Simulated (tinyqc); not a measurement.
One-electron ion in a basis of Gaussians, step by step. One step of it, computed by the program tinyqc.

Task: Matrices over normalised Gaussians. With p = a_i + a_j and I(k) = Gamma((k+1)/2) / (2 p^((k+1)/2)): S = I(2l+2), T = (2l+3) a_i a_j S / p, V = -Z I(2l+1), each divided by sqrt(S_ii S_jj).

exponents of r^l exp(-a r^2) (1/bohr^2): 2.578000  11.710000  53.140000  241.300000  1095.000000

Z = 5

l = 0

Give: S; T; V.

Result:

S:
```
       1      2      3      4      5
1  1.000  0.674  0.272  0.093  0.030
2  0.674  1.000  0.675  0.272  0.093
3  0.272  0.675  1.000  0.675  0.272
4  0.093  0.272  0.675  1.000  0.675
5  0.030  0.093  0.272  0.675  1.000
```

T (hartree):
```
       1       2       3        4         5
1  3.867   4.275   2.009    0.708     0.232
2  4.275  17.565  19.425    9.126     3.218
3  2.009  19.425  79.710   88.133    41.413
4  0.708   9.126  88.133  361.950   400.273
5  0.232   3.218  41.413  400.273  1642.500
```

V (hartree):
```
         1        2        3         4         5
1  -12.811  -14.384  -11.468    -8.150    -5.631
2  -14.384  -27.304  -30.658   -24.444   -17.375
3  -11.468  -30.658  -58.164   -65.307   -52.072
4   -8.150  -24.444  -65.307  -123.942  -139.170
5   -5.631  -17.375  -52.072  -139.170  -264.026
```
